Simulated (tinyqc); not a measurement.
Temperature and isotope dependence of a band gap in oscillator models: one step. Slope and asymptote. Four cases, with inputs chosen for the exercise.

Question. dE/dT = -sum sl_i (th_i/T)^2 n_i (1 + n_i). At high T, n -> T/th - 1/2, so E -> E0 + ZP - (sum sl_i) T. Give the slope, its ratio to the limit, and the value at 0 K of the tangent drawn at T.

E(T) = E0 - sum_i sl_i th_i n_i(T), n = 1/(exp(th/T) - 1). The same coupling lowers the gap at 0 K by the zero-point term ZP = sum_i sl_i th_i/2, so the gap of the static lattice is E0 + ZP. Thermal expansion is taken as part of the slopes.

Case 1.

Values chosen (near those of AlN; the results hold for these values, not for the real material): E0 = 6.133 eV (gap at 0 K); th = (298, 1064) K (temperatures of two oscillators); sl = (0.236, 0.607) meV/K (their high-temperature slopes); T = 50 K (temperature).

Case 2.

Values chosen (near those of GaN; the results hold for these values, not for the real material): E0 = 3.509 eV (gap at 0 K); th = (283, 788) K (temperatures of two oscillators); sl = (0.2153, 0.3827) meV/K (their high-temperature slopes); T = 150 K (temperature).

Case 3.

Values chosen (near those of InAs; the results hold for these values, not for the real material): E0 = 0.414 eV (gap at 0 K); th = (57, 196) K (temperatures of two oscillators); sl = (0.1011, 0.1649) meV/K (their high-temperature slopes); T = 500 K (temperature).

Case 4.

Values chosen (near those of GaAs; the results hold for these values, not for the real material): E0 = 1.505 eV (gap at 0 K); th = (95, 325) K (temperatures of two oscillators); sl = (0.1828, 0.2982) meV/K (their high-temperature slopes); T = 150 K (temperature).

Give: dE/dT; ratio to the limiting slope; intercept of the tangent; intercept - E0.

Answer.

Case 1.

dE/dT = -0.0217 meV/K
ratio to the limiting slope = 0.0258
intercept of the tangent = 6.1339 eV
intercept - E0 = 0.91 meV

The tangent recovers 0 % of ZP: the extrapolation works only from T well above the higher oscillator (1064 K).

Case 2.

dE/dT = -0.2172 meV/K
ratio to the limiting slope = 0.3632
intercept of the tangent = 3.5291 eV
intercept - E0 = 20.11 meV

The tangent recovers 11 % of ZP: the extrapolation works only from T well above the higher oscillator (788 K).

Case 3.

dE/dT = -0.2638 meV/K
ratio to the limiting slope = 0.9917
intercept of the tangent = 0.4308 eV
intercept - E0 = 16.83 meV

The tangent recovers 88 % of ZP: the extrapolation works only from T well above the higher oscillator (196 K).

Case 4.

dE/dT = -0.3814 meV/K
ratio to the limiting slope = 0.7929
intercept of the tangent = 1.5300 eV
intercept - E0 = 25.02 meV

The tangent recovers 44 % of ZP: the extrapolation works only from T well above the higher oscillator (325 K).

Computed by tinyqc, one run a case: `OMP_NUM_THREADS=1 python tinyqc.py N N+1 out.jsonl` with N = 1850346, 1850582, 1850598, 1850607; one thread of a shared Intel(R) Xeon(R) Processor @ 2.30GHz, about 0.01 s a run at most.
